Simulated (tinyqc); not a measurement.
Worked calculation: Hueckel theory of the pi electrons, for the molecule C=CC=CC(=C)C=C (SMILES; centres numbered as the heavy atoms are written). One step of it, computed by the program tinyqc.

Question. Energy, charges, bond orders. E = sum n x; q_r = z_r - P_rr; bond order p = P_rs; free valence = sqrt(3) - sum of p over the bonds of the atom.

x values: 1.989044  1.486290  0.813473  0.415823  -0.415823  -0.813473  -1.486290  -1.989044

occupations: 2.000000  2.000000  2.000000  2.000000  0.000000  0.000000  0.000000  0.000000

charge and bond-order matrix P, lower triangle:
```
           1C         2C         3C         4C        5C         6C        7C        8C
1C   1.000000
2C   0.873736   1.000000
3C   0.000000   0.479046   1.000000
4C  -0.394690   0.000000   0.798197   1.000000
5C   0.000000  -0.075538   0.000000   0.440859  1.000000
6C   0.281799   0.000000  -0.357338   0.000000  0.798197   1.000000
7C   0.037352   0.000000  -0.075538   0.000000  0.403507   0.000000  1.000000
8C   0.000000   0.037352   0.000000  -0.112890  0.000000  -0.394690  0.911088  1.000000
```

Centres:
```
centre  z_r, pi electrons of the neutral centre         h
1C                                            1  0.000000
2C                                            1  0.000000
3C                                            1  0.000000
4C                                            1  0.000000
5C                                            1  0.000000
6C                                            1  0.000000
7C                                            1  0.000000
8C                                            1  0.000000
```

Bonds:
```
i  j  k
1  2  1
2  3  1
3  4  1
4  5  1
5  6  1
5  7  1
7  8  1
```

Give: pi energy = 8 alpha + this times beta; pi charges; Bond orders and lengths from R = 1.517 - 0.180 p; free valence of the carbons; gap between the highest filled and the next level.

Answer.

pi energy = 8 alpha + this times beta = 9.4093

pi charges: 1C 0.0000, 2C 0.0000, 3C 0.0000, 4C 0.0000, 5C 0.0000, 6C 0.0000, 7C 0.0000, 8C 0.0000

Bond orders and lengths from R = 1.517 - 0.180 p (angstrom, C-C alone):
```
bond       p       R
1-2   0.8737  1.3597
2-3   0.4790  1.4308
3-4   0.7982  1.3733
4-5   0.4409  1.4376
5-6   0.7982  1.3733
5-7   0.4035  1.4444
7-8   0.9111  1.3530
```

free valence of the carbons: 1C 0.8583, 2C 0.3793, 3C 0.4548, 4C 0.4930, 5C 0.0895, 6C 0.9339, 7C 0.4175, 8C 0.8210

gap between the highest filled and the next level = 0.8316 |beta|
